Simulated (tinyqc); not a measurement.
Inputs raised by 2 %, one at a time: size effects in the resistivity of thin metal films and interconnect lines. Computed by tinyqc, a small Python program. Command: `OMP_NUM_THREADS=1 python tinyqc.py 3014032 3014033 out.jsonl size sens`. One thread of a shared host (Intel(R) Xeon(R) Processor @ 2.30GHz), about 0.01 s of CPU time with the checks.

Electrons lose their drift at surfaces (a share 1 - p of the hits) and at grain boundaries (reflection R), besides bulk scattering. The line sits in a trench with a non-conducting liner on both walls and the bottom; the spacing equals the drawn width.

Inputs (values chosen for the exercise, modelled on tungsten):

| quantity | value | unit |
|---|---|---|
| bulk resistivity rho_b | 5.32 | microohm cm |
| bulk mean free path lambda | 15.5 | nm |
| specularity p | 0 | - |
| grain-boundary reflection R | 0.56 | - |
| drawn line width w | 36 | nm |
| grain size over metal width | 1 | - |
| aspect ratio (height over width) | 1.7 | - |
| liner thickness t | 1.8 | nm |
| line length | 17 | micrometre |
| permittivity of the dielectric k | 3.7 | - |

Geometry: line.

Constants: eps_0 = 8.8541878128e-12 F/m.

Method:
- Metal width w_m = w - 2t, height h_m = (aspect ratio) w - t, grain size D = (ratio) w_m.
- Mayadas-Shatzkes: alpha = (lambda/D) R/(1 - R); rho_b/rho = 1 - 3 alpha/2 + 3 alpha^2 - 3 alpha^3 ln(1 + 1/alpha).
- Fuchs-Sondheimer film: rho_b/rho = 1 - (3/(2 kappa))(1 - p) int_0^1 (s - s^3)(1 - exp(-kappa/s))/(1 - p exp(-kappa/s)) ds, f = rho/rho_b, kappa = thickness/lambda, 80 Gauss-Legendre points.
- Line: the excess of a film of thickness w_m and of a film of thickness h_m are added, rho/rho_b = 1 + (f(w_m) - 1) + (f(h_m) - 1), an estimate that holds best when both sides exceed lambda.
- Total: rho = rho_b [1 + surface excess + grain excess]; resistance per length rho/(w_m h_m); capacitance per length C = 2 k eps_0 (aspect ratio + 1/2), a parallel-plate estimate for two neighbours plus a fixed term for the planes above and below; delay 0.38 R C L^2; effective resistivity per drawn area.

Runs:

| input moved | from | to | resistivity rho (microohm cm) | RC delay (ps) | rho/rho_b from surfaces | rho/rho_b from grains |
|---|---|---|---|---|---|---|
| base run | - | - | 11.530 | 0.94842 | 1.3185 | 1.8489 |
| bulk mean free path lambda (nm) | 15.5 | 15.81 | 11.656 | 0.95871 | 1.3255 | 1.8654 |
| grain-boundary reflection R | 0.56 | 0.5712 | 11.736 | 0.96529 | 1.3185 | 1.8874 |
| grain size over metal width | 1 | 1.02 | 11.444 | 0.94132 | 1.3185 | 1.8326 |
| aspect ratio (height over width) | 1.7 | 1.734 | 11.518 | 0.94259 | 1.3161 | 1.8489 |
| liner thickness t (nm) | 1.8 | 1.836 | 11.543 | 0.95217 | 1.3191 | 1.8507 |
| line length (micrometre) | 17 | 17.34 | 11.530 | 0.98673 | 1.3185 | 1.8489 |
| permittivity of the dielectric k | 3.7 | 3.774 | 11.530 | 0.96738 | 1.3185 | 1.8489 |

Exponents ln(y'/y) / ln(x'/x):

| input | resistivity rho | RC delay | rho/rho_b from surfaces | rho/rho_b from grains |
|---|---|---|---|---|
| bulk mean free path lambda | 0.545 | 0.545 | 0.267 | 0.450 |
| grain-boundary reflection R | 0.891 | 0.891 | 0.000 | 1.043 |
| grain size over metal width | -0.379 | -0.379 | 0.000 | -0.445 |
| aspect ratio (height over width) | -0.055 | -0.311 | -0.091 | 0.000 |
| liner thickness t | 0.057 | 0.199 | 0.022 | 0.050 |
| line length | 0.000 | 2.000 | 0.000 | 0.000 |
| permittivity of the dielectric k | 0.000 | 1.000 | 0.000 | 0.000 |

Which inputs matter most for each result?

Among the inputs moved here: resistivity rho answers most in size to grain-boundary reflection R (exponent +0.891), next to bulk mean free path lambda (+0.545); its exponent is below 0.0005 for line length, permittivity of the dielectric k. RC delay answers most in size to line length (exponent +2.000), next to permittivity of the dielectric k (+1.000). Its exponent +2.000 in line length: a distributed RC line. rho/rho_b from surfaces answers most in size to bulk mean free path lambda (exponent +0.267), next to aspect ratio (height over width) (-0.091); its exponent is below 0.0005 for grain-boundary reflection R, grain size over metal width, line length, permittivity of the dielectric k. rho/rho_b from grains answers most in size to grain-boundary reflection R (exponent +1.043), next to bulk mean free path lambda (+0.450); its exponent is below 0.0005 for aspect ratio (height over width), line length, permittivity of the dielectric k.
